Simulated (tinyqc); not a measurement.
Choosing the offset: vacuum evaporation: vapour pressure, source flux, thickness distribution, purity and step coverage. Computed by tinyqc, a small Python program. Command: `OMP_NUM_THREADS=1 python tinyqc.py 3112870 3112871 out.jsonl evap walk`. One thread of a shared host (Intel(R) Xeon(R) Processor @ 2.30GHz), about 0.01 s of CPU time with the checks.

Molecular flow, unit sticking of the metal, no re-evaporation. The background gas is taken as water vapour (18.015 g/mol, collision diameter 0.37 nm) at 300 K.

Inputs (values chosen for the exercise, modelled on titanium, with constants for the liquid): directionality n = 1; source-to-wafer distance h = 36 cm; wafer radius R = 10 cm.

Method. Rotating wafer, source offset by s and facing upwards: thickness at radius r is the mean over the angle a of (1 + (r^2 + s^2 - 2 r s cos a)/h^2)^(-(n + 3)/2), by 360 equal steps; non-uniformity (max - min)/(max + min) over 21 radii from 0 to R. The curvature at the centre vanishes at s/h = sqrt(2/(n + 3)).

Against the offset:
```
s/h  centre thickness  edge over centre  non-uniformity (%)
0.0            1.0000            0.8619              7.4192
0.2            0.9246            0.8797              6.4026
0.4            0.7432            0.9235              3.9781
0.5            0.6400            0.9488              2.6295
0.6            0.5407            0.9729              1.3711
0.7            0.4504            0.9944              0.2823
0.8            0.3718            1.0121              0.6029
0.9            0.3052            1.0260              1.2840
1.1            0.2047            1.0434              2.1229
```

What does the comparison show, and why?

The best row, s/h = 0.7, has 0.28 % against 7.4 % on the axis, at the price of a rate lower by a factor 2.22; the small-wafer optimum is sqrt(2/(n + 3)) = 0.71.

Extremes, crossings and ranges named in words are read from the listed rows.
